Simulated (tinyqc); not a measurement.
Size of the basis: round or elliptic silicon nanowire with anisotropic valleys (Ritz method).

Wire along x = [100] on a (001) wafer, y = [010], z = [001]. Valley groups, two valleys each (w = inverse masses): A, axis along z: w_y = 1/mt, w_z = 1/ml, m_x = mt; B, axis along y: w_y = 1/ml, w_z = 1/mt, m_x = mt; C, axis along x: w_y = w_z = 1/mt, m_x = ml.

Hard wall on the ellipse (y/a)^2 + (z/b)^2 = 1, c = hbar^2/2m0. With u = y/a, v = z/b the operator is -c [(w_y/a^2) d2/du2 + (w_z/b^2) d2/dv2] on the unit disc. Basis (1 - u^2 - v^2) u^i v^j; S, X and Y are the disc integrals of f f', (df/du)(df'/du) and (df/dv)(df'/dv), from the integral of u^p v^q = 2 Gamma((p+1)/2) Gamma((q+1)/2)/((p + q + 2) Gamma((p+q+2)/2)) for even p, q; H = c (w_y X/a^2 + w_z Y/b^2).

Constants: hbar^2/2m0 = 3.80998211 eV angstrom^2.

Parameters, chosen for this exercise (near those of a Si nanowire; the results hold for these values, not for the real material):

| symbol | value | unit | meaning |
|---|---|---|---|
| ml | 0.909 | m0 | longitudinal mass |
| mt | 0.192 | m0 | transverse mass |
| a | 33 | angstrom | semi-axis along y |
| b | 15 | angstrom | semi-axis along z |

Lowest level of each group with 1, 3, 6 and 21 even functions.

Levels (meV):

| functions | A | B | C |
|---|---|---|---|
| 1 | 110.55 | 276.13 | 319.25 |
| 3 | 106.57 | 252.37 | 302.74 |
| 6 | 106.56 | 250.22 | 302.45 |
| 21 | 106.56 | 250.10 | 302.45 |

One function errs by 3.7 % for A, 10.4 % for B and 5.6 % for C, six by 1.8e-05, 0.12 and 0.0018 meV. The error grows with the axis ratio of the stretched ellipse (1.01, 4.79, 2.20); for a circle it is 6/5.783 - 1 = 3.7 %.

Computed by tinyqc, a small Python program: `OMP_NUM_THREADS=1 python tinyqc.py 1280596 1280597 out.jsonl` (the numbers bound the seed that draws the inputs); one thread of a shared host (Intel(R) Xeon(R) Processor @ 2.30GHz), about 0.06 s for the whole set of steps.
